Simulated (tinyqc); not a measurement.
Worked calculation: finite square well with mass mismatch (envelope functions). Values are carried at full precision from step to step, so a last printed digit may differ when a step is redone from the rounded ones.

A square well of width L and depth V0, mass mw inside and mb outside, energies from the bottom of the well, c = hbar^2/2m0. k = sqrt(mw E/c), kappa = sqrt(mb (V0 - E)/c). psi and psi'/m are continuous at the walls (BenDaniel-Duke), so level n solves k L + 2 atan[(k/mw)/(kappa/mb)] = n pi.

Constants: hbar^2/2m0 = 3.80998211 eV angstrom^2.

Parameters, chosen for this exercise (near those of a strained Si well in SiGe; the results hold for these values, not for the real material): L = 38 angstrom (well width); V0 = 0.185 eV (barrier height); mw = 0.916 m0 (mass in the well); mb = 0.973 m0 (mass in the barrier); alpha_w = 0.49 1/eV (non-parabolicity in the well); alpha_b = 0.3 1/eV (non-parabolicity in the barrier).

## How many levels are bound

At E = V0 the arctangent equals pi/2, so level n is bound if k0 L > (n - 1) pi with k0 = sqrt(mw V0/c). Compare with the infinitely deep well, E1(hard) = c (pi/L)^2/mw.

k0 = 0.21090 1/angstrom
k0 L/pi = 2.5510
number of bound levels = 3
E1(hard) = 0.0284 eV

The count does not depend on mb. One more level binds at L = 44.7 angstrom.

## The lowest level by bisection

f(E) = k L + 2 atan[(k/mw)/(kappa/mb)] - pi rises with E. Twelve halvings of [0, V0]: keep the half in which f changes sign.

Bisection:
```
step,low (eV),high (eV),midpoint (eV),k,kappa,f
1,0.00000,0.18500,0.09250,0.14913,0.15370,4.1262
2,0.00000,0.09250,0.04625,0.10545,0.18824,1.9390
3,0.00000,0.04625,0.02312,0.07456,0.20332,0.4348
4,0.00000,0.02312,0.01156,0.05272,0.21046,-0.6179
5,0.01156,0.02312,0.01734,0.06457,0.20692,-0.0476
6,0.01734,0.02312,0.02023,0.06975,0.20513,0.2020
7,0.01734,0.02023,0.01879,0.06721,0.20603,0.0796
8,0.01734,0.01879,0.01807,0.06591,0.20647,0.0166
9,0.01734,0.01807,0.01771,0.06524,0.20670,-0.0153
10,0.01771,0.01807,0.01789,0.06558,0.20659,0.0007
11,0.01771,0.01789,0.01780,0.06541,0.20664,-0.0073
12,0.01780,0.01789,0.01784,0.06549,0.20661,-0.0033
```

After twelve halvings the bracket is V0/4096 = 0.045 meV wide.

## Bound levels

Solve the condition for each n (six at most). With A = cos(kL/2) for even and sin(kL/2) for odd levels, the probability in the barriers is Pb = (A^2/kappa)/(A^2/kappa + L/2 +/- sin(kL)/(2k)), + for even.

Levels:
```
n,parity,E (eV),k (1/angstrom),kappa (1/angstrom),Pb
1,even,0.0179,0.06556,0.20659,0.0205
2,odd,0.0700,0.12971,0.17139,0.0914
3,even,0.1485,0.18895,0.09656,0.2853
```

The lowest level lies at 63 % of the infinite-well value and decays into the barrier over 1/kappa = 4.8 angstrom.

## Mass in the plane and density of states

To first order in the in-plane energy, 1/m_par = (1 - Pb)/mw + Pb/mb for each subband. Each adds a step D = m_par/(2 pi c) to the density of states per area (spin included, one valley); 1/angstrom^2 = 1e16/cm^2.

Subbands:
```
n,m_par (m0),D (1e13/(eV cm^2))
1,0.9171,38.310
2,0.9209,38.470
3,0.9316,38.915
```

The mass is taken as isotropic here; the valleys of Si are not, and in the plane they have mt, about 0.19 m0, so their real steps are about five times smaller.

## Levels with energy-dependent masses

Non-parabolic bands: mw is replaced by mw (1 + alpha_w E) and mb by mb (1 - alpha_b (V0 - E)), in k, kappa and the matching condition alike.

Solve the same condition with the energy-dependent masses, and list the shift from the parabolic levels that exist in both.

Levels:
```
n,E (eV),mass inside,mass outside,shift (meV)
1,0.0180,0.9241,0.9242,0.1
2,0.0689,0.9469,0.9391,-1.0
3,0.1429,0.9801,0.9607,-5.6
```

Level 1 moves by +0.1 meV and level 3 by -5.6 meV. The lighter mass deep in the barrier hardens the wall for low levels; the heavier mass in the well wins higher up.

## Checks

- Lowest level by finite differences (200 cells across the well) against the matching condition, eV: both 0.0179.

Computed by tinyqc, a small Python program: `OMP_NUM_THREADS=1 python tinyqc.py 1280366 1280367 out.jsonl` (the numbers bound the seed that draws the inputs); one thread of a shared host (Intel(R) Xeon(R) Processor @ 2.30GHz), about 0.01 s for the whole set of steps.
